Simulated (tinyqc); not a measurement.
Schottky barrier with interface states (Cowley-Sze model), image lowering and contact resistance: one step, computed by the program tinyqc. Command: `OMP_NUM_THREADS=1 python tinyqc.py 3008946 3008947 out.jsonl pinning walk`. One thread of a shared host (Intel(R) Xeon(R) Processor @ 2.30GHz), about 0.01 s of CPU time with the checks.

An n-type semiconductor under a metal. The barrier lies between the Schottky-Mott limit phi_M - chi and the Bardeen limit E_g - E_n, E_n being the neutrality level of the interface states; the space-charge term of the full Cowley-Sze expression is left out.

Task: Pinning factor and barrier. S = 1/(1 + 0.1 (eps_opt - 1)^2), an empirical relation for metal-induced gap states. phi_B = S (phi_M - chi) + (1 - S)(E_g - E_n); the hole barrier is E_g - phi_B.

Inputs (values chosen for the exercise, with gap, mass and screening modelled on InP):

| quantity | value | unit |
|---|---|---|
| gap E_g | 1.34 | eV |
| electron affinity chi | 4.39 | eV |
| metal work function phi_M | 5.03 | eV |
| neutrality level E_n above the valence band | 0.936 | eV |
| optical dielectric constant eps_opt | 9.68 | - |

Pinning factor from: Moench relation.

Give: pinning factor S; Schottky-Mott barrier; Bardeen barrier; barrier phi_B; hole barrier.

Result:

pinning factor S = 0.11718

Schottky-Mott barrier = 0.64 eV

Bardeen barrier = 0.404 eV

barrier phi_B = 0.43165 eV

hole barrier = 0.90835 eV

The contact is strongly pinned: the metal hardly matters.
